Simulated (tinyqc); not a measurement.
Comparisons within one model: polytypes by hexagonality, and a cubic inclusion as a quantum well. A value that a table varies takes the place of the one given here.

Gap: E3 + (Es - E3) h/hs for h up to hs, then linear from Es to E2 at h = 1. Valence top Ev2 h and polarisation P2 h, both counted from 3C; Ec = Ev + gap.

A cubic inclusion of width L = N d in the host (h = 0.5) is a well of depth V = Ec(host) - Ec(3C). Square well with mass mismatch: k tan(k L/2) = (m_w/m_b) q, k = sqrt(m_w E/c), q = sqrt(m_b (V - E)/c), c = hbar^2/2m0, lowest root. The depth of the level, V - E, is its binding, and the transition to the valence top of the host is gap(host) - (V - E). The step in polarisation gives a field |F| = |P|/(eps eps0) in a thin inclusion, eps0 = 8.8541878e-12 F/m.

Constants: hbar^2/2m0 = 3.80998211 eV angstrom^2.

Values chosen for the exercise (of the order of those of SiC; the results hold for these values, not for the real material): E3 = 2.413 eV (gap of the cubic polytype); E2 = 3.333 eV (gap of 2H); Ev2 = 0.105 eV (valence top of 2H above that of 3C); P2 = -0.0434 C/m^2 (spontaneous polarisation of 2H); Es = 3.275 eV (gap at the hexagonality hs); hs = 0.5 (hexagonality up to which the first line holds); m = (0.303, 0.317) m0 (electron mass along c in the cubic layer and in the host); d = 2.521 angstrom (thickness of a double layer); eps = 10.1 (dielectric constant); N = 2 (double layers in the cubic inclusion).

## Width of the inclusion

Without the field: square well. With it, the potential inside is |F| (z - L/2), the host conduction edge lies at V - |F| L/2 on one side and V + |F| L/2 on the other, and the lowest level E_F is found by finite differences (step 0.25 angstrom, wide box, good to about 1 meV). Holes sit in the host on the high side, so the transition is gap(host) - V + E_F - |F| L/2. A dash: bound by less than 2 meV or not at all.

Results:
```
N   L (angstrom)  depth (eV)  transition (eV)  depth below the low side, with field (eV)  transition with field (eV)
1           2.52       0.095            3.180                                      0.067                       3.147
2           5.04       0.274            3.001                                      0.216                       2.936
3           7.56       0.429            2.846                                      0.342                       2.749
4          10.08       0.542            2.733                                      0.428                       2.603
6          15.13       0.681            2.594                                      0.514                       2.394
8          20.17       0.756            2.519                                      0.545                       2.241
12         30.25       0.828            2.447                                      0.556                       1.985
```

The square well binds a level even at N = 1 (95 meV), as any symmetric one-dimensional well does; the depth grows to 828 of 915 meV, and the transition tends to E3 - Ev(host) = 2.360 eV. With the field the level is bound by 2 meV or more for N = 1, 2, 3, 4, 6, 8 and 12, and the transition is lowered by 33 meV at N = 1 and 462 meV at N = 12, where |F| L/2 = 367 meV. Free carriers or surface charge screen the field and the step between the two sides, and the attraction to the hole, left out here, binds the electron further.

## The same inclusion in several hosts

h from the stacking: 8H 1/4, 6H 1/3, 15R 2/5, 4H 1/2, 9R 2/3, 2H 1. V = Ec(host) - Ec(3C); square-well level from k tan(k L/2) = (m_w/m_b) q, k = sqrt(m_w E/c), q = sqrt(m_b (V - E)/c), L = N d; |F| = |P|/(eps eps0), eps0 = 8.8541878e-12 F/m.

Results:
```
host      h  gap (eV)  V (eV)  depth (eV)  |F| (MV/cm)
8H    0.250     2.844   0.457       0.084         1.21
6H    0.333     2.988   0.610       0.139         1.62
15R   0.400     3.103   0.732       0.189         1.94
4H    0.500     3.275   0.914       0.274         2.43
9R    0.667     3.294   0.951       0.292         3.24
2H    1.000     3.333   1.025       0.330         4.85
```

From 8H to 4H the well deepens by a factor of 2.00 and the bound level by 3.26, between the limits of a wide well (as V) and a thin one (as V^2); in 4H the level keeps 30 % of V; from 4H to 2H the gap gains only 58 meV while the field doubles. The depths leave the field out, although its drop |F| L reaches 245 meV in 2H.

## What each parameter does

Well depth, depth of the level, transition without the field and field. Each row changes one parameter from the base and keeps the others.

Results:
```
case                   V (eV)  depth (eV)  transition (eV)  |F| (MV/cm)
base                   0.9145      0.2740           3.0010        2.427
N = 3                  0.9145      0.4289           2.8461        2.427
Ev2 = 0.135 eV         0.9295      0.2814           2.9936        2.427
E3 = 2.393 eV          0.9345      0.2839           2.9911        2.427
E2 = 3.363 eV          0.9145      0.2740           3.0010        2.427
P2 = -0.0564 C/m^2     0.9145      0.2740           3.0010        3.153
eps = 11.1             0.9145      0.2740           3.0010        2.208
m = (0.364, 0.317) m0  0.9145      0.2812           2.9938        2.427
```

The largest shifts from the base row, up to three for each result and ties (the steps differ in size, so this ranks the rows, not the parameters). V (eV): E3 +0.0200, Ev2 +0.0150; unchanged at the printed digits by N, E2, P2, eps and m. depth (eV): N +0.1549, E3 +0.0099, Ev2 +0.0074; unchanged at the printed digits by E2, P2 and eps. transition (eV): N -0.1549, E3 -0.0099, Ev2 -0.0074; unchanged at the printed digits by E2, P2 and eps. |F| (MV/cm): P2 +0.727, eps -0.219; unchanged at the printed digits by N, Ev2, E3, E2 and m.

Run: tinyqc, `OMP_NUM_THREADS=1 python tinyqc.py 1880845 1880846 out.jsonl`; Intel(R) Xeon(R) Processor @ 2.30GHz, one thread, shared host; about 0.04 s of CPU time with all checks.
